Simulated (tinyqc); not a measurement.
## Electron density from the filling shift

Inverse problem. At zero temperature the Burstein-Moss shift of one parabolic valley is (C/me + C/mh) kF^2 with kF = (3 pi^2 n)^(1/3), C = hbar^2/(2 m0). Find kF and n.

Values chosen for this exercise: electron mass me = 0.204 m0; hole mass mh = 1 m0.

Constants: q = 1.602176634e-19 C, hbar = 1.054571817e-34 J s, m0 = 9.1093837015e-31 kg, hbar^2/(2 m0) = 0.0380998212 eV nm^2. Results are converted to the units shown.

filling shift = 362.04786 meV

Answer. The shift gives kF^2, and n = kF^3/(3 pi^2).

kF = 1.27 1/nm
n = 6.90e19 cm^-3

Numbers from tinyqc (`OMP_NUM_THREADS=1 python tinyqc.py 2330091 2330092 out.jsonl`; about 0.01 s on one thread of a shared Intel Xeon 2.30GHz).
